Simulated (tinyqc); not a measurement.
Defect, radiative and Auger recombination at equal electron and hole densities (ABC model): sweeps and comparisons. A value that a table varies takes the place of the one given here.

J/(e d) = Ae n + B n^2 + C n^3 with Ae = A + 4 S/w (four side walls, carriers spread evenly), e = 1.602176634e-19 C, lengths in cm; internal efficiency IQE = B n^2/(Ae n + B n^2 + C n^3); all injected carriers recombine in the layer.

Parameters, chosen for this exercise (orders of magnitude like those quoted for Si; the results hold for these values, not for the real material): A = 5800 1/s (defect rate); B = 3.5e-15 cm^3/s (radiative coefficient); C = 2.7e-30 cm^6/s (Auger coefficient); S = 97 cm/s (recombination velocity of the side walls); w = 4200 micrometre (side of the square mesa); d = 290000 nm (active thickness); S2 = 1.2 cm/s (recombination velocity of the side walls in this comparison); J = 140 A/cm^2 (current density).

## Efficiency against current

The slope is d ln(B n^2)/d ln J = 2 (Ae + B n + C n^2)/(Ae + 2 B n + 3 C n^2).

Results:
```
J (A/cm^2)  n (1/cm^3)       IQE  slope  differential lifetime (ns)
0.0030        9.60e+13  5.00e-05  2.000                    1.49e+05
0.010         3.20e+14  0.000167  2.000                    1.49e+05
0.050         1.60e+15  0.000830  1.994                    1.48e+05
0.20          6.28e+15   0.00321  1.934                    1.41e+05
0.80          2.14e+16   0.00933  1.518                    9.44e+04
3.0           4.86e+16    0.0128  1.013                    3.81e+04
10            8.34e+16    0.0113  0.811                    1.57e+04
50            1.53e+17   0.00760  0.714                    5.07e+03
2.0e+02       2.48e+17   0.00500  0.686                    1.97e+03
8.0e+02       3.97e+17   0.00320  0.674                         777
```

IQE peaks at 0.0128 for J = 3.16 A/cm^2, where the slope passes 1. It is 5e-05 at the lowest current and 0.0032 at the highest, a droop of 75 %. The slope runs from 2.00 to 0.67; its limits are 2 (defects alone), 1 (radiation alone) and 2/3 (Auger alone).

## Shrinking the mesa

S = S2; w takes the values listed.

Results:
```
w (micrometre)  Ae (1/s)  IQE_max  J at the peak (A/cm^2)  IQE at J
200             6.04e+03   0.0135                    2.69   0.00561
100             6.28e+03   0.0133                    2.85   0.00560
50              6.76e+03   0.0128                    3.18   0.00559
20              8.20e+03   0.0116                    4.25   0.00555
10              1.06e+04   0.0102                    6.24   0.00548
5               1.54e+04  0.00851                    10.9   0.00535
2               2.98e+04  0.00613                    29.3   0.00496
1               5.38e+04  0.00457                    70.9   0.00435
```

The walls equal the bulk defect rate at w = 4 S/A = 8.28 micrometre. From 200 to 1 micrometre the peak efficiency falls from 0.0135 to 0.00457 and moves to a current 26.3 times higher; at the fixed J the efficiency goes from 0.00561 to 0.00435. For large w diffusion to the walls, left out here, would limit the loss. Rows with w below the thickness of the layer describe needles rather than mesas and are formal.

## Spreading the carriers over a thicker layer

d is multiplied by the factor listed, at the same J.

Results:
```
factor  n (1/cm^3)  defect  radiative  Auger
0.10      4.79e+17  0.0107    0.00267  0.987
0.20      3.80e+17  0.0169    0.00335  0.980
0.50      2.78e+17  0.0310    0.00449  0.964
1.0       2.19e+17  0.0489    0.00559  0.945
2.0       1.72e+17  0.0769    0.00689  0.916
5.0       1.24e+17   0.138    0.00892  0.853
10        9.53e+16   0.213     0.0106  0.777
20        7.19e+16   0.321     0.0120  0.667
```

The best factor listed is 20 (IQE 0.0120); the optimum factor equals J/J_peak = 44.3, a layer of 1.29e+07 nm, since only J/d matters and the peak value 0.0128 does not depend on d. A thicker layer trades Auger loss (0.987 to 0.667) for defect loss (0.0107 to 0.321).

## What moves the efficiency

IQE_max = Q/(Q + 2) with Q = B/sqrt(Ae C), reached at n = sqrt(Ae/C). Each row changes one parameter from the base and keeps the others.

Results:
```
case                 n (1/cm^3)       IQE   IQE_max  J at the peak (A/cm^2)
base                  2.193e+17  0.005588   0.01282                    3.16
A = 11600 1/s         2.161e+17  0.005426  0.009427                    8.00
B = 5.25e-15 cm^3/s   2.191e+17  0.008366   0.01911                    3.18
C = 5.4e-30 cm^6/s    1.748e+17  0.003550  0.009100                    2.23
d = 580000 nm         1.723e+17  0.006894   0.01282                    6.32
J = 420 A/cm^2        3.193e+17  0.003947   0.01282                    3.16
w = 2100 micrometre   2.188e+17  0.005562   0.01203                    3.83
```

The largest shifts from the base row, up to three for each result and ties (the steps differ in size, so this ranks the rows, not the parameters). n (1/cm^3): J +1.00e+17, d -4.71e+16, C -4.45e+16. IQE: B +0.00278, C -0.00204, J -0.00164. IQE_max: B +0.00629, C -0.00372, A -0.00339; unchanged at the printed digits by d and J. J at the peak (A/cm^2): A +4.84, d +3.16, C -0.933; unchanged at the printed digits by J.

(tinyqc, `OMP_NUM_THREADS=1 python tinyqc.py 1651926 1651927 out.jsonl`, Intel(R) Xeon(R) Processor @ 2.30GHz, 1 thread, shared host, about 0.01 s.)
